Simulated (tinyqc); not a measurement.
Inside a calculation. Method: Hueckel theory of the pi electrons, for the molecule C=CC=CC=CC=N (SMILES; centres numbered as the heavy atoms are written). Computed by tinyqc, a small Python program that keeps every step. Settings: charge = 0. Command: `OMP_NUM_THREADS=1 python tinyqc.py 20232 20233 out.jsonl` (the two numbers bound the seeds that draw the settings). One thread of a shared host (Intel(R) Xeon(R) Processor @ 2.60GHz), about 0.01 s of CPU time with the checks.

## The Hueckel matrix

Centres:
```
centre  z_r, pi electrons of the neutral centre        h
1C                                            1  0.00000
2C                                            1  0.00000
3C                                            1  0.00000
4C                                            1  0.00000
5C                                            1  0.00000
6C                                            1  0.00000
7C                                            1  0.00000
8N                                            1  0.50000
```

Bonds:
```
i  j  k
1  2  1
2  3  1
3  4  1
4  5  1
5  6  1
6  7  1
7  8  1
```

H_rr = alpha + h_r beta, H_rs = k_rs beta for bonded centres.

Hueckel matrix in units of beta (H = alpha + beta A), order 1C, 2C, 3C, 4C, 5C, 6C, 7C, 8N:
```
[[0.00000, 1.00000, 0.00000, 0.00000, 0.00000, 0.00000, 0.00000, 0.00000],
 [1.00000, 0.00000, 1.00000, 0.00000, 0.00000, 0.00000, 0.00000, 0.00000],
 [0.00000, 1.00000, 0.00000, 1.00000, 0.00000, 0.00000, 0.00000, 0.00000],
 [0.00000, 0.00000, 1.00000, 0.00000, 1.00000, 0.00000, 0.00000, 0.00000],
 [0.00000, 0.00000, 0.00000, 1.00000, 0.00000, 1.00000, 0.00000, 0.00000],
 [0.00000, 0.00000, 0.00000, 0.00000, 1.00000, 0.00000, 1.00000, 0.00000],
 [0.00000, 0.00000, 0.00000, 0.00000, 0.00000, 1.00000, 0.00000, 1.00000],
 [0.00000, 0.00000, 0.00000, 0.00000, 0.00000, 0.00000, 1.00000, 0.50000]]
```

## Orbitals

pi electrons, sum of z_r less the charge = 8

Diagonalise; E = alpha + x beta with beta < 0, so the largest x are filled first; degenerate levels share their electrons. P = sum n_i c_ri c_si; each orbital has its largest coefficient positive (the first on a tie).

x values: [1.90035, 1.59639, 1.09883, 0.45666, -0.25136, -0.93302, -1.49777, -1.87008]

occupations: [2.00000, 2.00000, 2.00000, 2.00000, 0.00000, 0.00000, 0.00000, 0.00000]

coefficients, order 1C, 2C, 3C, 4C, 5C, 6C, 7C, 8N:
```
[[0.14117, -0.27891, 0.39311, 0.46238, 0.47369, 0.42364, -0.31797, -0.17027],
 [0.26828, -0.44524, 0.43196, 0.21115, -0.11907, -0.39527, 0.47624, 0.31841],
 [0.36865, -0.43188, 0.08154, -0.36595, -0.44376, -0.05485, -0.39533, -0.42519],
 [0.43229, -0.24420, -0.34236, -0.37827, 0.23061, 0.44645, 0.11588, 0.47673],
 [0.45285, 0.04204, -0.45774, 0.19321, 0.38579, -0.36169, 0.22177, -0.46633],
 [0.42828, 0.31131, -0.16062, 0.46650, -0.32759, -0.10898, -0.44805, 0.39535],
 [0.36104, 0.45493, 0.28125, 0.01982, -0.30345, 0.46337, 0.44930, -0.27300],
 [0.25782, 0.41494, 0.46966, -0.45745, 0.40386, -0.32335, -0.22490, 0.11519]]
```

charge and bond-order matrix P, order 1C, 2C, 3C, 4C, 5C, 6C, 7C, 8N:
```
[[0.93210, 0.85900, 0.07069, -0.36071, -0.07680, 0.25239, 0.08763, -0.21243],
 [0.85900, 1.00279, 0.49829, -0.00612, -0.10832, 0.01082, 0.03996, -0.01859],
 [0.07069, 0.49829, 0.92598, 0.75068, 0.08151, -0.32075, -0.09539, 0.24310],
 [-0.36071, -0.00612, 0.75068, 1.01361, 0.53824, -0.02471, -0.11761, 0.04474],
 [-0.07680, -0.10832, 0.08151, 0.53824, 0.90739, 0.74138, 0.11543, -0.33834],
 [0.25239, 0.01082, -0.32075, -0.02471, 0.74138, 1.04753, 0.52066, -0.09848],
 [0.08763, 0.03996, -0.09539, -0.11761, 0.11543, 0.52066, 0.83362, 0.80975],
 [-0.21243, -0.01859, 0.24310, 0.04474, -0.33834, -0.09848, 0.80975, 1.33698]]
```

## Energy, charges, bond orders

E = sum n x; q_r = z_r - P_rr; bond order p = P_rs; free valence = sqrt(3) - sum of p over the bonds of the atom.

pi energy = 8 alpha + this times beta = 10.10447

pi charges: [0.06790, -0.00279, 0.07402, -0.01361, 0.09261, -0.04753, 0.16638, -0.33698]

Bond orders and lengths from R = 1.517 - 0.180 p (angstrom, C-C alone):
```
bond        p        R
1-2   0.85900  1.36238
2-3   0.49829  1.42731
3-4   0.75068  1.38188
4-5   0.53824  1.42012
5-6   0.74138  1.38355
6-7   0.52066  1.42328
7-8   0.80975        -
```

free valence of the carbons: [0.87305, 0.37477, 0.48309, 0.44313, 0.45243, 0.47001, 0.40164]

gap between the highest filled and the next level = 0.70803 |beta|
